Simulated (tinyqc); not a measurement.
Double-gate transistor, scale length and short-channel effects: two steps of the calculation.

A body of thickness ts between two insulators of thickness ti and two tied gates. Below threshold the potential that source and drain add obeys Laplace's equation and vanishes on the gate. Its lowest mode decays along the channel as exp(-k y); k is the smallest positive root of the matching condition at the interface, and the scale length is Lambda = pi/k.

Inputs (values chosen for the exercise); permittivities: semiconductor close to that of gallium nitride, insulator close to that of hafnium oxide: relative permittivity of the semiconductor eps_r = 9.64; relative permittivity of the insulator ei = 21.8; insulator thickness ti = 4.1 nm; body thickness ts = 8.2 nm.

Problem 1. Scan of the matching condition. f(k) = ei cos(k ti) cos(k ts/2) - eps_r sin(k ti) sin(k ts/2).

k, point 0 to 7 (1/nm): 0.04625  0.0925  0.13875  0.185  0.23125  0.2775  0.32375  0.37

Give: f(k).

Solution 1.

f(k), point 0 to 7: 20.68  17.49  12.68  6.93  1.05  -4.10  -7.81  -9.55

The first change of sign lies between k = 0.23125 and 0.2775 1/nm.

Problem 2. Decay constant by Newton steps. f(k) = ei cos(k ti) cos(k ts/2) - eps_r sin(k ti) sin(k ts/2); f' by a central difference with +/- 1e-5 1/nm; k(new) = k - f/f'.

k after iteration 1 = 0.23571218 1/nm

Give: f; f'; k after iteration 2.

Solution 2.

f = 0.5122
f' = -120.5 nm
k after iteration 2 = 0.2400 1/nm

tinyqc, about 0.01 s, one thread, Intel Xeon 2.30GHz (shared host): `OMP_NUM_THREADS=1 python tinyqc.py 2420092 2420093 out.jsonl`
